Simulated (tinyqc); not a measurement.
Power iteration on a symmetric matrix, step by step. One step of it, computed by the program tinyqc.

Problem. Step 2. w = (A - shift) v; v' = w/|w| with its largest component positive (the first on a tie); lambda = v'^T A v'.

A:
$$\begin{pmatrix}
1.189000 & 0.670000 & -0.038000 & -0.748000 \\
0.670000 & 1.796000 & 0.181000 & -0.003000 \\
-0.038000 & 0.181000 & 3.777000 & 0.370000 \\
-0.748000 & -0.003000 & 0.370000 & 3.944000
\end{pmatrix}$$

vector after step 1: [0.192814, 0.428909, 0.676276, 0.567020]

shift = -0.210000

Give: vector after step 2; Rayleigh quotient after step 2.

Solution.

vector after step 2: [0.027, 0.276, 0.741, 0.612]

Rayleigh quotient after step 2 = 4.079
